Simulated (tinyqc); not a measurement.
Delay unit and parasitic delay from two ring oscillators.

Problem. A ring of 31 inverters oscillates at 1/(2 x 31 d), with stage delay d = tau (h + p) for fan-out h. Find tau, p and the delay at fan-out 4.

frequencies of 31-stage ring oscillators with fan-out 1 and 4 (GHz): 1.1102261  0.53695963

Solution. d is a straight line in h with slope tau and intercept tau p.

tau = 5.170 ps
p = 1.810
delay at fan-out 4 = 30.04 ps

tinyqc, about 0.01 s, one thread, Intel Xeon 2.30GHz (shared host): `OMP_NUM_THREADS=1 python tinyqc.py 2082159 2082160 out.jsonl`
